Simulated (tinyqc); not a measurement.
Inside a calculation. Model: van der Pauw, Hall and four-point-probe measurements on a doped layer.

tinyqc, about 0.01 s, one thread, Intel Xeon 2.30GHz (shared host): `OMP_NUM_THREADS=1 python tinyqc.py 2850132 2850133 out.jsonl` Printed values are rounded.

A uniform p-type layer with sheet resistance Rs = 1/(q ns mu), point contacts, low field (mu B small).

Inputs (values chosen for the exercise):
- ns = 4.5e15 cm^-2 (sheet density of the layer)
- mu = 22 cm^2/(V s) (drift mobility)
- rH = 1.1 (Hall factor)
- B = 1 T (magnetic field)
- I = 1000 uA (current)
- ar = 1.43 (side ratio a/b of a rectangular sample with corner contacts)
- t = 240 nm (thickness of the layer)

Constants: q = 1.602176634e-19 C. Results are converted to the units shown.

## Resistances and Hall voltage

Rs = 1/(q ns mu). For a rectangle with contacts at the corners, RA = (8 Rs/pi) sum_(k>=0) ln coth((2k + 1) pi a/(2 b)) with current along a short side b and voltage along the opposite one, RB the same with a and b exchanged; Hall voltage VH = rH B I/(q ns), negative for electrons.

Rs = 63.0455 ohm/square
RA = 3.59450 ohm
RB = 36.2818 ohm
VH = 0.152570 mV

RB/RA = 10.1; for a square both equal Rs ln 2/pi = 13.9 ohm.

## Starting value

z = 2 ln 2/(pi (RA + RB)), exact for RA = RB.

z at the start = 11.0660 mS

## Iteration 1: new z

The van der Pauw equation exp(-pi RA z) + exp(-pi RB z) = 1 is solved for z = 1/Rs: e1 = exp(-pi RA z), e2 = exp(-pi RB z), f = e1 + e2 - 1, f' = -pi (RA e1 + RB e2), z(new) = z - f/f'.

e1 = 0.882530
e2 = 0.283276
f = 0.165807
f' = -0.0422546 kohm
z after iteration 1 = 14.9900 mS

## Iteration 2: new z

As before.

e1 = 0.844278
e2 = 0.181119
f = 0.0253969
f' = -0.0301785 kohm
z after iteration 2 = 15.8315 mS

## Iteration 3: new z

As before.

e1 = 0.836292
e2 = 0.164553
f = 8.45250e-4
f' = -0.0282000 kohm
z after iteration 3 = 15.8615 mS

## Course of the iteration

Stop when the step is below 1e-10 mS, or after 40 iterations.

Course of the iteration:
```
iteration  z before the step (mS)  step (mS)
1                         11.0660       3.92
2                         14.9900      0.842
3                         15.8315     0.0300
4                         15.8615    3.58e-5
5                         15.8615   5.10e-11
```

Converged in 5 iterations.

## Sheet density, mobility and bulk values

converged z = 15.8615 mS

Rs = 1/z; Hall sheet density B I/(q |VH|); Hall mobility |VH|/(Rs B I); true values ns = rH times the Hall density, mu = Hall mobility/rH; bulk density ns/t, resistivity Rs t; correction factor F = Rs/[(pi/ln 2)(RA + RB)/2].

Rs = 63.0455 ohm/square
Hall sheet density = 4.09091e15 cm^-2
Hall mobility = 24.2 cm^2/(V s)
ns = 4.5e15 cm^-2
mu = 22 cm^2/(V s)
bulk density = 1.875e20 cm^-3
resistivity = 0.00151309 ohm cm
F = 0.697661

Taking the mean of RA and RB without F would overstate Rs by 43 %.
